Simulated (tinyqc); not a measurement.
The three schemes as the step is halved: finite-difference solution of the diffusion equation on a small grid. Computed by tinyqc, a small Python program. Command: `OMP_NUM_THREADS=1 python tinyqc.py 3004734 3004735 out.jsonl fdiff walk`. One thread of a shared host (Intel(R) Xeon(R) Processor @ 2.30GHz), about 0.01 s of CPU time with the checks.

dC/dt = D d2C/dx2 on nodes x_j = j dx, j = 0..7; the far end is sealed.

Inputs (values chosen for the exercise): diffusivity D = 1.7 nm^2/s; grid spacing dx = 20 nm; time step dt = 48 s; final time t_f = 480 s.

Boundary at x = 0: sealed surface. Scheme: explicit.

start values C_j, j = 0, 1, ... (% of a reference): [7.41, 33, 78.5, 100, 77.8, 9.71, 1.97, 0]

Method:
- The operator M acts as (M C)_j = C_(j-1) - 2 C_j + C_(j+1); at the sealed far end a mirror node gives 2 C_(N-2) - 2 C_(N-1); at j = 0, a mirror node gives 2 C_1 - 2 C_0.
- r = D dt/dx^2.
- The mode of M with eigenvalue mu has its amplitude multiplied per step by g = (1 + (1 - theta) r mu)/(1 - theta r mu), with theta = 0 explicit, 1 implicit, 1/2 Crank-Nicolson; the explicit scheme is stable for r up to 2/|mu_min|.
- With r = D dt/dx^2: (1 - theta r M) C(new) = (1 + (1 - theta) r M) C(old); theta = 0 explicit, 1 implicit, 1/2 Crank-Nicolson.
- Each run reaches t_f in n equal steps; errors are the largest difference from exp(M D t_f/dx^2) C(0). A dash marks unstable explicit runs.

largest stable r of the explicit scheme = 0.5

Largest error at t_f (%):
```
steps n        r  explicit  implicit  Crank-Nicolson
4        0.51000         -    3.0762      2.8144e-01
8        0.25500    1.7287    1.6016      6.9530e-02
16       0.12750    0.8495    0.8171      1.7335e-02
32       0.06375    0.4208    0.4126      4.3308e-03
64       0.03188    0.2094    0.2073      1.0825e-03
128      0.01594    0.1044    0.1039      2.7062e-04
256      0.00797    0.0522    0.0520      6.7653e-05
```

From the last two rows, halving the step divides the error by 2.00 (explicit), 2.00 (implicit), 4.00 (Crank-Nicolson): a factor 2 marks first order in dt and 4 second order. The explicit scheme needs n of at least 5 to be stable; the other two are stable at any step.

Extremes, crossings and ranges named in words are read from the listed rows.
